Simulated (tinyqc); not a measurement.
Dopants and charged point defects at anneal temperature: Fermi-level effect, clustering and pairing: one step, computed by the program tinyqc.

Boltzmann statistics and full ionisation of active dopants. Energies are counted from the valence band; the defect (a vacancy or self-interstitial) has five charge states, with all degeneracy factors one.

Question. Dopant diffusivity. If every charge state of the defect carries the dopant equally well, D = D_i x enhancement x h x (active share A/N, a rough stand-in that overstates the dA/dN which immobile clusters call for), D_i being an input held fixed when T or H_f is moved; diffusion length 2 sqrt(D t).

Inputs (values chosen for the exercise, with bands modelled on germanium):
```
quantity                            value    unit
anneal temperature T                  840       K
total dopant density N            3.4e+20   cm^-3
intrinsic dopant diffusivity D_i  9.1e-17  cm^2/s
anneal time t                           8       s
```

Dopant: donor. Second part: pairing with a mobile impurity.

enhancement over intrinsic = 471.0115

field enhancement h = 1.999957

active density A = 3.40e+20 cm^-3

Give: effective diffusivity D; D/D_i; diffusion length.

Answer.

effective diffusivity D = 8.572e-14 cm^2/s

D/D_i = 942.0

diffusion length = 16.56 nm

Caution: the carrier density exceeds the effective density of states, where Boltzmann statistics understate the shift of E_F and so the density of charged defects (gap narrowing, also left out, works the other way). Caution: so large an enhancement assumes that highly charged defects carry the dopant as well as neutral ones; measured enhancements are far smaller.
